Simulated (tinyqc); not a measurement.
From weight Z of n = 0 in mode b back to coupling g: Holstein polaron on two sites. Computed by tinyqc, a small Python program. Command: `OMP_NUM_THREADS=1 python tinyqc.py 3011457 3011458 out.jsonl holstein inv`. One thread of a shared host (Intel(R) Xeon(R) Processor @ 2.30GHz), about 0.04 s of CPU time with the checks.

One electron on sites 1 and 2: H = -t (c1+ c2 + c2+ c1) + hbar omega sum_i b_i+ b_i - g hbar omega sum_i n_i (b_i + b_i+). The symmetric phonon shifts the energy by -g^2 hbar omega/2 and drops out; with b = (b_1 - b_2)/sqrt(2) there remains H = -t sigma_x + hbar omega b+ b - (g hbar omega/sqrt(2)) sigma_z (b + b+). Parity splits it into blocks p = +1 and -1 over phonon numbers n. Zero-point energies are left out. Weights Z refer to mode b alone; the displaced symmetric mode multiplies the full zero-phonon weight by exp(-g^2/2).

Inputs (values chosen for the exercise, for a model dimer): hopping t = 25 meV; phonon energy hbar omega = 58.8 meV.

Method. Block p: H_nn = n hbar omega - p t (-1)^n - g^2 hbar omega/2, H_(n,n+1) = -(g hbar omega/sqrt(2)) sqrt(n + 1). Use 60 levels in both blocks; Z = c_0^2 is the weight of n = 0 in the ground state c; the splitting is the lowest odd level less the lowest even one, which without coupling is the smaller of 2t and hbar omega; <sigma_x> = sum (-1)^n c_n^2 measures the kinetic energy.

Question. A run gave the result below. Find the coupling g, known to lie between 0.33 and 0.69.

weight Z of n = 0 in mode b = 0.9632392

Answer.

Each step takes the trial c = (a f_b - b f_a)/(f_b - f_a), f being the result less the target and a, b, c the logarithms of the listed values; c replaces end b, the old b replaces a if the sign of f changed, and otherwise f_a is halved.

Scan of the range:
```
coupling g  weight Z of n = 0 in mode b
0.330                          0.983480
0.373                          0.978673
0.422                          0.972335
0.477                          0.964056
0.540                          0.952936
0.610                          0.938334
0.690                          0.918431
```

False position (Illinois rule, in the logarithm of the input) inside the bracket:
```
step     end a     end b     trial  weight Z of n = 0 in mode b
1     0.477000  0.540000  0.481367                     0.963343
2     0.540000  0.481367  0.481920                     0.963252
3     0.540000  0.481920  0.482060                     0.963229
4     0.481920  0.482060  0.482000                     0.963239
5     0.482060  0.482000  0.482000                     0.963239
```

weight Z of n = 0 in mode b falls at every point of a 13-point scan of the range (every second point is shown), so one value fits; it is bracketed by 0.477 and 0.540. Answer: coupling g = 0.4820.
